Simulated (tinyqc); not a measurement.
The best anneal temperature for the time t: solubility, supersaturation, precipitation and gettering of an impurity in a silicon-like host. Computed by tinyqc, a small Python program. Command: `OMP_NUM_THREADS=1 python tinyqc.py 3011686 3011687 out.jsonl ripen walk`. One thread of a shared host (Intel(R) Xeon(R) Processor @ 2.30GHz), about 0.01 s of CPU time with the checks.

The wafer was saturated at T1 and is then held at T.

Inputs (values chosen for the exercise, modelled on chromium in silicon):
```
quantity,value,unit
site density N0,5e+22,1/cm^3
enthalpy of solution H,2.83,eV
entropy of solution S,4.6,k_B
diffusion prefactor D0,0.00061,cm^2/s
migration energy Q,0.791,eV
temperature of saturation T1,1400,K
anneal temperature T,1122,K
sink density n,9.3e+07,1/cm^3
initial sink radius r0,37,nm
impurity density in the precipitate C_p,5.6e+22,1/cm^3
interface energy gamma,0.66,J/m^2
anneal time t,1200,s
```

Constants: k_B = 8.617333262e-05 eV/K; k_B = 1.380649e-23 J/K.

Method:
- C_eq(T) = N0 exp(S/k_B - H/(k_B T)); D(T) = D0 exp(-Q/(k_B T)); C0 = C_eq(T1). Supersaturation s = C0/C_eq(T); critical radius r* = 2 gamma/(C_p k_B T ln s); barrier W* = (4 pi/3) gamma r*^2. Strain energy is left out.
- r_f = [r0^3 + 3 (C0 - C_eq)/(4 pi n C_p)]^(1/3), tau_f = 1/(4 pi n r_f D).
- Growing sinks: with y = r/r_f and y0 = r0/r_f, dy/dt = (1 - y^3)/(3 tau_f y), which integrates to t/tau_f = F(y) - F(y0), F(y) = (1/2) ln[(1 + y + y^2)/(1 - y)^2] - sqrt(3) arctan[(2y + 1)/sqrt(3)]; the share of the excess left is (1 - y^3)/(1 - y0^3), and C(t) = C_eq + (C0 - C_eq) x share.

C0 = 3.22978e+14 1/cm^3

Dissolved share after t:
```
T (K),C_eq/C0,tau_f (s),C(t)/C0
630,3.5363e-13,7.4025e+05,0.99851
728,3.9455e-10,1.0413e+05,0.98947
840,1.6155e-07,1.9384e+04,0.94460
952,1.6064e-05,5.3594e+03,0.81264
1064,6.0657e-04,1.9425e+03,0.56013
1176,1.1469e-02,8.5484e+02,0.26963
1274,9.8274e-02,4.7207e+02,0.17432
1344,3.7629e-01,3.3163e+02,0.39392
```

What follows from these numbers?

The lowest dissolved share among these rows is 0.17 at 1274 K. Above it solubility sets the floor; below it diffusion is too slow for this time. Solubility falls with H = 2.83 eV and diffusion with Q = 0.791 eV. Caution: the barrier to homogeneous nucleation is below 35 k_B T for these inputs, so new precipitates would form and outnumber the fixed sinks assumed here.

Extremes, crossings and ranges named in words are read from the listed rows.
